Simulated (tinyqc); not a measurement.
Model-solid line-up of a strained alloy layer on a substrate: sweeps and comparisons. A value that a table varies takes the place of the one given here.

All values of the alloy are linear in x but the gap, Eg(x) = (1 - x) Eg_A + x Eg_B - C x (1 - x), and the valence edge, Ev(x) = (1 - x) Ev_A + x Ev_B + fv C x (1 - x); Ec = Ev + Eg. Ev is the top of the unstrained valence band on a scale common to all materials. In the layer only the Gamma valley of the conduction band is followed, also where an X or L valley would lie lower.

Coherent growth on a (001) face: e_par = (a_s - a)/a, e_perp = -2 (C12/C11) e_par; exx = eyy = e_par, ezz = e_perp, no shear.

Strained edges: Ec + ac tr(e); the valence edges are Ev plus the levels of the 6 x 6 matrix of X, Y, Z times spin with -Dso/3 + l exx + m (eyy + ezz) on the diagonal (cyclic), n exy off it, l = av + 2 b, m = av - b, n = sqrt(3) d. Spin-orbit term (Dso/3) L.sigma on X, Y, Z with (L_k)_ij = -i epsilon_kij: <X+|H|Y+> = -i Dso/3, <X+|H|Z-> = Dso/3, <Y+|H|Z-> = -i Dso/3, <Z+|H|X-> = -Dso/3, <Z+|H|Y-> = i Dso/3, <X-|H|Y-> = i Dso/3, and their conjugates; + and - are the spin along z.

dEc = Ec(substrate) - Ec(layer), dEv = Ev(layer) - Ev(substrate); positive values confine the carrier in the layer. Type I: both of one sign; type II: opposite signs; type III: the gaps do not overlap.

Coherent growth: e_par = (a_s - a)/a. (001): e_perp = -2 (C12/C11) e_par; exx = eyy = e_par, ezz = e_perp, no shear. (111): e_perp = -(2 C11 + 4 C12 - 4 C44)/(C11 + 2 C12 + 4 C44) e_par; exx = eyy = ezz = (2 e_par + e_perp)/3 and exy = eyz = ezx = (e_perp - e_par)/3. (110): e_perp = -(C11 + 3 C12 - 2 C44)/(C11 + C12 + 2 C44) e_par; exx = eyy = (e_par + e_perp)/2, ezz = e_par, exy = (e_perp - e_par)/2, eyz = ezx = 0.

Parameters, chosen for this exercise (A near GaP, B near GaAs, substrate near GaAs; the results hold for these values, not for the real material):
- a = (5.458, 5.661) angstrom (lattice constant of A, B)
- Eg = (2.896, 1.528) eV (gap at Gamma to the s-like level of A, B)
- Dso = (0.079, 0.336) eV (spin-orbit splitting of A, B)
- Ev = (-1.28, -0.8) eV (top of the unstrained valence band of A, B)
- ac = (-8.16, -7.06) eV (conduction deformation potential of A, B)
- av = (1.69, 1.14) eV (valence hydrostatic potential of A, B)
- b = (-1.62, -1.99) eV (tetragonal shear potential of A, B)
- d = (-4.62, -4.8) eV (trigonal shear potential of A, B)
- C11 = (141.4, 123.5) GPa (of A, B)
- C12 = (62.3, 57.4) GPa (of A, B)
- C44 = (69.9, 59.4) GPa (of A, B)
- C = 0.206 eV (bowing of the gap)
- fv = 0 (share of the bowing taken by the valence edge)
- a_s = 5.661 angstrom (substrate)
- Eg_s = 1.528 eV (lowest gap of the substrate)
- Ev_s = -0.8 eV (substrate valence edge)
- face = 001 (growth face)
- x = 0.86 (fraction of B)

## Composition against offsets

Each composition is strained to the same substrate.

Results:
```
x     e_par (%)  relaxed gap (eV)  strained gap (eV)  valence splitting (meV)  dEc (eV)  dEv (eV)  type
0.19       2.99             2.604              2.128                      255    -0.423    -0.177     I
0.30       2.57             2.442              2.042                      218    -0.355    -0.159     I
0.41       2.16             2.285              1.958                      182    -0.291    -0.140     I
0.52       1.75             2.133              1.876                      145    -0.229    -0.118     I
0.64       1.31             1.973              1.787                      107    -0.166    -0.093     I
0.75       0.90             1.831              1.707                       73    -0.111    -0.068     I
0.86       0.50             1.695              1.628                       40    -0.060    -0.040     I
0.97       0.11             1.563              1.549                        8    -0.012    -0.009     I
```

How do the results move?

The layer stays under tension over this range. The strained gap runs from 2.128 to 1.549 eV, against 2.604 to 1.563 eV for the relaxed alloy: strain takes back part of the change that the composition makes. Strains above 2 % can be kept only in layers of a few nanometres. The line-up is type I throughout, with the layer as the barrier. Offsets below about 50 meV are within the spread of parameter sets, so those rows do not settle the type. Where the alloy is indirect its X or L edge, left out, lies lower and sets the real gap and dEc.

## The same layer on three faces

Composition and substrate are kept.

Results:
```
face   e_perp (%)  tr(e) (%)  shift of Ec (meV)  shift of Ev (meV)  valence splitting (meV)  gap (eV)
(001)      -0.465      0.544              -39.2               27.6                     39.8    1.6279
(111)      -0.250      0.759              -54.7               32.7                     44.3    1.6073
(110)      -0.295      0.715              -51.6               31.8                     43.6    1.6114
```

How do the results move?

The layer yields most along the normal on (001) and least on (111), so the volume change, and with it the shift of Ec, is largest on (111). The valence splitting, set by b on (001), by d on (111) and by both on (110), is largest on (111). The gaps span 21 meV, from (111) to (001).

## What each parameter does

Strained gap, valence splitting and offsets. Each row changes one parameter from the base and keeps the others.

Results:
```
case                     gap (eV)  splitting (meV)  dEc (eV)  dEv (eV)
base                       1.6279             39.8   -0.0603   -0.0396
x = 0.88                   1.6135             34.0   -0.0513   -0.0342
a_s = 5.641 angstrom       1.6754             11.3   -0.0879   -0.0595
C = 0.306 eV               1.6158             39.8   -0.0482   -0.0396
fv = 0.2                   1.6279             39.8   -0.0652   -0.0346
Ev_s = -0.75 eV            1.6279             39.8   -0.0103   -0.0896
Dso = (0.091, 0.386) eV    1.6281             39.5   -0.0603   -0.0399
b = (-1.863, -2.288) eV    1.6244             46.1   -0.0603   -0.0361
av = (1.943, 1.311) eV     1.6269             39.8   -0.0603   -0.0386
```

What can be read from the table?

The largest shifts from the base row, up to three for each result and ties (the steps differ in size, so this ranks the rows, not the parameters). gap (eV): a_s +0.0475, x -0.0143, C -0.0120; unchanged at the printed digits by fv and Ev_s. splitting (meV): a_s -28.5, b +6.3, x -5.8; unchanged at the printed digits by C, fv, Ev_s and av. dEc (eV): Ev_s +0.0500, a_s -0.0276, C +0.0120; unchanged at the printed digits by Dso, b and av. dEv (eV): Ev_s -0.0500, a_s -0.0199, x +0.0054; unchanged at the printed digits by C.

tinyqc: `OMP_NUM_THREADS=1 python tinyqc.py 1080634 1080635 out.jsonl`; about 0.02 s, one thread, shared Intel(R) Xeon(R) Processor @ 2.30GHz.
